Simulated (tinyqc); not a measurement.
Which pair of peaks is best: composition and strain of an epitaxial Si(1-x)Ge(x) layer from Raman and X-ray peaks. Computed by tinyqc, a small Python program. Command: `OMP_NUM_THREADS=1 python tinyqc.py 3030403 3030404 out.jsonl epiraman walk`. One thread of a shared host (Intel(R) Xeon(R) Processor @ 2.30GHz), about 0.01 s of CPU time with the checks.

A (001) layer, biaxially strained in the plane. The Raman peaks follow empirical lines omega = w0 + c1 x + c3 x^3 + b eps (c3 for Si-Ge alone), with eps the in-plane strain.

Inputs (values chosen for the exercise, modelled on silicon-germanium): Ge fraction x = 0.67; Si-Si: c1 = -68.2 1/cm; Si-Si: strain coefficient b = -719 1/cm; Si-Ge: c1 = 24 1/cm; Si-Ge: c3 = -36.1 1/cm; Si-Ge: strain coefficient b = -538 1/cm; Ge-Ge: c1 = 18.9 1/cm; Ge-Ge: strain coefficient b = -461 1/cm; uncertainty of a Raman peak = 0.2 1/cm.

Substrate: silicon.

Method. For each pair invert J = [d omega/dx, d omega/d eps] at the true x. Independent errors of the given size in both peaks give sigma_x and sigma_eps = uncertainty x (norm of the rows of the inverse of J).

Error propagation:
```
pair               det J    sigma_x  sigma_eps (per mille)
Si-Si and Si-Ge   18.993  0.0094562                0.76352
Si-Si and Ge-Ge  45.0293  0.0037935                0.31433
Si-Ge and Ge-Ge   21.516  0.0065857                0.28848
```

What does the comparison show, and why?

The pair Si-Si and Ge-Ge fixes x best (sigma_x = 0.0038) and Si-Si and Si-Ge worst (0.0095), a factor 2.5. Strain moves all peaks the same way, so a good pair needs different ratios of composition slope to strain coefficient, best of opposite sign; the slopes here are -68.2, -24.6 and 18.9 per cm for Si-Si, Si-Ge and Ge-Ge. Errors in the coefficients themselves are not counted.

Extremes, crossings and ranges named in words are read from the listed rows.
